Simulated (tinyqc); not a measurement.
Interface traps from C-V curves, high-low and Terman methods: one step of the calculation.

MOS capacitor on an n-type substrate; psi is the band bending, negative in depletion; only majority carriers are counted. At the bending psi the Fermi level lies y = xi - psi below the conduction edge at the surface, xi = Vt ln(Nc/Nd). Dit(y) = D0 + D1 exp(-y/E1); traps fill up to the Fermi level, follow the bias and a slow signal, and do not follow a fast one. V is the gate voltage from flat band.

Problem. The curves. Cox = 3.9 eps0/EOT, LD = sqrt(eps0 eps_r Vt/(q Nd)), u = psi/Vt, Cd = (eps0 eps_r/(sqrt(2) LD)) |exp(u) - 1|/sqrt(exp(u) - u - 1). Ideal V0 = psi - sqrt(2) (eps0 eps_r Vt/LD) sqrt(exp(u) - u - 1)/Cox for psi < 0; the traps add dV = (q/Cox) times the integral of Dit from 0 to psi = (q/Cox) [D0 psi + D1 E1 exp(-xi/E1) (exp(psi/E1) - 1)]. 1/C_HF = 1/Cox + 1/Cd, 1/C_LF = 1/Cox + 1/(Cd + q Dit). Take n equally spaced psi from pa to pb.

Values chosen for this exercise; band and dielectric values close to those of gallium arsenide: temperature T = 300 K; relative permittivity eps_r = 12.7; conduction-band density of states at T Nc = 4.39e17 cm^-3; donor density Nd = 4.4e16 cm^-3; equivalent oxide thickness EOT = 5.7 nm; trap density far from the band edge D0 = 3.2e11 cm^-2 eV^-1; band-tail density at the conduction edge D1 = 4.6e12 cm^-2 eV^-1; decay energy of the tail E1 = 0.16 eV; points n = 8; deepest band bending pa = -0.9 V; shallowest band bending pb = -0.039 V.

Constants: q = 1.602176634e-19 C, kB = 1.380649e-23 J/K, Vt = kB T/q, eps0 = 8.8541878128e-14 F/cm where lengths are in cm. Results are converted to the units shown.

Give: psi; y; Dit; V0; V; C_HF; C_LF; Cox.

Solution.

psi, point 0 to 7 (V): [-0.90000, -0.77700, -0.65400, -0.53100, -0.40800, -0.28500, -0.16200, -0.03900]
y, point 0 to 7 (eV): [0.95947, 0.83647, 0.71347, 0.59047, 0.46747, 0.34447, 0.22147, 0.09847]
Dit, point 0 to 7 (cm^-2 eV^-1): [3.3144e11, 3.4468e11, 3.7323e11, 4.3482e11, 5.6768e11, 8.5426e11, 1.4724e12, 2.8059e12]
V0, point 0 to 7 (V): [-1.0943, -0.9571, -0.8187, -0.6787, -0.5365, -0.3908, -0.2387, -0.0675]
V, point 0 to 7 (V): [-1.3042, -1.1561, -1.0060, -0.8530, -0.6948, -0.5265, -0.3379, -0.0999]
C_HF, point 0 to 7 (nF/cm^2): [60.601, 64.863, 70.227, 77.280, 87.185, 102.70, 132.91, 224.61]
C_LF, point 0 to 7 (nF/cm^2): [100.47, 105.58, 113.21, 125.47, 146.25, 182.19, 243.15, 345.95]
Cox = 605.81 nF/cm^2

At the deepest bending the traps stretch the gate voltage from -1.09 to -1.30 V.

Range of the model: Traps more than about 25 kB T below the conduction edge emit electrons too slowly to follow an ordinary sweep, so the deepest points are idealised.

tinyqc, about 0.01 s, one thread, Intel Xeon 2.30GHz (shared host): `OMP_NUM_THREADS=1 python tinyqc.py 2030108 2030109 out.jsonl`
